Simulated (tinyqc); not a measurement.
Growth of a silicide layer between metal and silicon: linear-parabolic kinetics, ramp anneals and Kissinger analysis: one step, computed by the program tinyqc.

One compound layer of thickness x grows by diffusion through itself and reaction at an interface, dx/dt = 1/(2x/K + 1/v), until the metal is used up at x = a h.

Problem. Geometry at full reaction. Silicon consumed b h, sheet resistance rho/(final thickness) with 1 micro-ohm cm/nm = 10 ohm; margin to the junction x_j - b h.

Inputs (values chosen for the exercise, modelled on CoSi2):

| quantity | value | unit |
|---|---|---|
| metal thickness h | 20 | nm |
| silicon consumed per metal thickness b | 3.64 | - |
| silicide resistivity | 15 | micro-ohm cm |
| junction depth x_j | 34 | nm |

final thickness = 70.4 nm

Give: silicon consumed; sheet resistance; margin to the junction.

Solution.

silicon consumed = 72.8 nm

sheet resistance = 2.131 ohm/square

margin to the junction = -38.8 nm

The silicide would punch through the junction.
